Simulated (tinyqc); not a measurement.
What a faster ramp buys: rapid thermal processing of a wafer: radiative balance, ramp and cooling, pattern effects, pyrometer error and spike budget. Computed by tinyqc, a small Python program. Command: `OMP_NUM_THREADS=1 python tinyqc.py 3113060 3113061 out.jsonl rtp walk`. One thread of a shared host (Intel(R) Xeon(R) Processor @ 2.30GHz), about 0.04 s of CPU time with the checks.

The wafer is opaque and uniform through its thickness unless said otherwise; temperatures in formulas are in kelvin (C + 273.15). sigma = 5.670374419e-12 W/(cm^2 K^4).

Inputs (values chosen for the exercise, modelled on a hot silicon wafer):

| quantity | value | unit |
|---|---|---|
| wafer thickness d | 775 | micrometre |
| heat capacity per volume C | 2.05 | J/(cm^3 K) |
| thermal conductivity k | 0.29 | W/(cm K) |
| emissivity eps of each face | 0.67 | - |
| reflectivity of the chamber walls r | 0.0078 | - |
| gas heat-transfer coefficient h, both faces together | 7.5 | mW/(cm^2 K) |
| wall temperature T_w | 500 | K |
| process temperature | 983 | C |
| starting temperature | 550 | C |
| ramp rate | 110 | K/s |
| activation energy of the process E_a | 3.66 | eV |

Constants: k_B = 8.617333262e-05 eV/K.

Method:
- Effective emissivity between parallel grey plates: eps_eff = 1/(1/eps + 1/(1 - r) - 1). Loss per area q(T) = 2 eps_eff sigma (T^4 - T_w^4) + h (T - T_w).
- Absorbed power during a ramp = q(T) + C d x ramp rate; thermal time constant tau = C d/(dq/dT), dq/dT = 8 eps_eff sigma T^3 + h; natural cooling rate q/(C d); front-to-back difference under one-sided heating at the end of the ramp = (absorbed power) d/(2 k).
- Cooling with the lamps off: C d dT/dt = -q(T), integrated adaptively (relative tolerance 1e-10).
- Spike anneal: linear ramp to the peak, then lamps off. Equivalent time at the peak = int exp(-(E_a/k_B)(1/T - 1/T_peak)) dt; estimate (k_B T^2/E_a)(1/ramp rate + 1/cooling rate). The ramp part uses 4000 trapezoid steps, the cooling part 4000 steps over 4 tau.

time constant tau = 2.35627 s

holding power q = 24.0179 W/cm^2

natural cooling rate = 151.175 K/s

Against the ramp rate:

| ramp (K/s) | ramp part (s) | cooling part (s) | total (s) | power at the peak (W/cm^2) |
|---|---|---|---|---|
| 10 | 3.5129 | 0.25692 | 3.7698 | 25.61 |
| 25 | 1.4051 | 0.25692 | 1.6621 | 27.99 |
| 50 | 0.7026 | 0.25692 | 0.9595 | 31.96 |
| 100 | 0.3513 | 0.25692 | 0.6082 | 39.91 |
| 250 | 0.1405 | 0.25692 | 0.3974 | 63.74 |
| 500 | 0.0703 | 0.25692 | 0.3272 | 103.46 |
| 1000 | 0.0351 | 0.25692 | 0.2920 | 182.89 |

What does the comparison show, and why?

From 10 to 100 K/s the total falls by a factor 6.2, from 100 to 1000 K/s by 2.08: the cooling part, 0.257 s, is a floor, and the natural cooling rate here is 151 K/s.

Extremes, crossings and ranges named in words are read from the listed rows.
